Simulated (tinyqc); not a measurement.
# Short-channel transistor, virtual-source model with series resistance: several studies

The current per gate width is the charge at the top of the source barrier (the virtual source) times its velocity times a saturation function; al and be are fitting constants of the model. Units: I in uA/um, Rs in ohm um, so I Rs = 1e-6 I Rs in volts; Q in uC/cm^2, so I = 1e-4 Q vx0 Fsat with vx0 in cm/s.

Parameters, values chosen for the exercise: temperature T = 350 K; inversion capacitance Cinv = 3.8 uF/cm^2; velocity at the virtual source vx0 = 2.88e7 cm/s; apparent mobility mu = 1100 cm^2/(V s); channel length L = 20 nm; threshold at zero drain voltage VT0 = 0.268 V; drain-induced barrier lowering dl = 0.057 V/V; subthreshold factor n0 = 1.05; growth of n with drain voltage nd = 0 1/V; threshold shift (in units of Vt) from weak to strong inversion al = 3.5; sharpness of saturation be = 1.6; series resistance of each contact Rs = 150 ohm um.

Constants: q = 1.602176634e-19 C, kB = 1.380649e-23 J/K, Vt = kB T/q. Results are converted to the units shown.

Each table varies one quantity; the others keep the values above.

## Effect of the velocity at the virtual source on the on and off currents

Intrinsic voltages Vg' = Vgs - I Rs, Vd' = Vds - 2 I Rs. n = n0 + nd Vd', VT = VT0 - dl Vd', Ff = 1/(1 + exp((Vg' - VT + al Vt/2)/(al Vt))), Q = Cinv n Vt ln(1 + exp((Vg' - VT + al Vt Ff)/(n Vt))), Vdsat = (vx0 L/mu)(1 - Ff) + Vt Ff, Fsat = u/(1 + u^be)^(1/be) with u = Vd'/Vdsat, and I = Q vx0 Fsat per width. I is solved self-consistently. Ion is I at Vgs = Vds = 0.5 V, Ioff at Vgs = 0, Vds = 0.5 V, and Rlin = Vds/I at Vgs = 0.5 V, Vds = 0.05 V.

Result of one run:

| vx0 (cm/s) | Ion (uA/um) | Ioff (nA/um) | log10(Ion/Ioff) | Rlin (ohm um) |
|---|---|---|---|---|
| 4e7 | 1188.6 | 4172.9 | 2.4546 | 321.15 |

What becomes of these results when the velocity at the virtual source vx0 is changed from 4e7 to 2.8e7 cm/s, all else the same?

Result of the changed run:

| vx0 (cm/s) | Ion (uA/um) | Ioff (nA/um) | log10(Ion/Ioff) | Rlin (ohm um) |
|---|---|---|---|---|
| 2.8e7 | 1063.1 | 2941.3 | 2.5580 | 321.53 |

The whole series:

| vx0 (cm/s) | Ion (uA/um) | Ioff (nA/um) | log10(Ion/Ioff) | Rlin (ohm um) |
|---|---|---|---|---|
| 5e6 | 388.35 | 532.29 | 2.8631 | 329.79 |
| 7.1e6 | 503.33 | 754.93 | 2.8239 | 326.23 |
| 1e7 | 633.04 | 1061.5 | 2.7755 | 324.19 |
| 1.4e7 | 772.58 | 1482.6 | 2.7169 | 322.93 |
| 2e7 | 925.28 | 2110.7 | 2.6418 | 322.06 |
| 2.8e7 | 1063.1 | 2941.3 | 2.5580 | 321.53 |
| 4e7 | 1188.6 | 4172.9 | 2.4546 | 321.15 |

As vx0 goes from 5e6 to 4e7 cm/s, Ion rises from 388 to 1190 uA/um, Ioff rises from 532 to 4170 nA/um and Rlin falls from 330 to 321 ohm um. Ion changes by a factor of 3.06 and Ioff by 7.84. For vx0 = 1e7 to 4e7 cm/s the off current passes 1 uA/um, so the device is hardly off at Vgs = 0.

## Effect of the apparent mobility on the on and off currents

Same model as above.

Effect of the apparent mobility on the on and off currents:

| mu (cm^2/(V s)) | Ion (uA/um) | Ioff (nA/um) | log10(Ion/Ioff) | Rlin (ohm um) |
|---|---|---|---|---|
| 50 | 568.0 | 2698 | 2.323 | 727.1 |
| 85 | 706.5 | 2862 | 2.392 | 555.0 |
| 140 | 824.8 | 2942 | 2.448 | 457.1 |
| 240 | 929.0 | 2986 | 2.493 | 393.1 |
| 410 | 1003 | 3008 | 2.523 | 355.4 |
| 700 | 1050 | 3019 | 2.542 | 333.1 |
| 1200 | 1077 | 3025 | 2.552 | 319.8 |
| 2000 | 1090 | 3028 | 2.556 | 312.3 |

Read the table: what changes, and by how much?

As mu goes from 50 to 2000 cm^2/(V s), Ion rises from 568 to 1090 uA/um, Ioff rises from 2700 to 3030 nA/um and Rlin falls from 727 to 312 ohm um. Ion changes by a factor of 1.92 and Ioff by 1.12. In every row the off current passes 1 uA/um, so the device is hardly off at Vgs = 0.

## Output curve

Same model as above.

gds = dI/dVds, gm = dI/dVgs.

In this table Vgs = 0.5 V.

Result of one run:

| Vds (V) | I (uA/um) | Fsat | gds (uS/um) | gain gm/gds |
|---|---|---|---|---|
| 0.34 | 929.8 | 0.7229 | 1675 | 0.9569 |

What becomes of these results when the drain voltage Vds is changed from 0.34 to 0.28 V, all else the same?

Result of the changed run:

| Vds (V) | I (uA/um) | Fsat | gds (uS/um) | gain gm/gds |
|---|---|---|---|---|
| 0.28 | 808.6 | 0.5617 | 2324 | 0.3674 |

The whole series:

| Vds (V) | I (uA/um) | Fsat | gds (uS/um) | gain gm/gds |
|---|---|---|---|---|
| 0.06 | 186.4 | 0.08001 | 3078 | 0.01682 |
| 0.11 | 338.8 | 0.1612 | 3013 | 0.03873 |
| 0.17 | 516.1 | 0.2799 | 2887 | 0.08465 |
| 0.23 | 683.3 | 0.4247 | 2661 | 0.1818 |
| 0.28 | 808.6 | 0.5617 | 2324 | 0.3674 |
| 0.34 | 929.8 | 0.7229 | 1675 | 0.9569 |
| 0.39 | 998.3 | 0.8255 | 1084 | 2.143 |
| 0.45 | 1048 | 0.8984 | 623.4 | 4.674 |
| 0.5 | 1074 | 0.9311 | 437.1 | 7.251 |

The current rises from 186 to 1070 uA/um as Fsat rises from 0.0800 to 0.931; gds falls from 3080 to 437 uS/um. The gain ends at 7.25, against 1/dl = 17.5 for a current that depends on Vds through barrier lowering alone; it falls short because Fsat is still growing.

Program tinyqc, `OMP_NUM_THREADS=1 python tinyqc.py 2380102 2380103 out.jsonl`; Intel Xeon 2.30GHz, shared host, one thread, about 0.01 s.
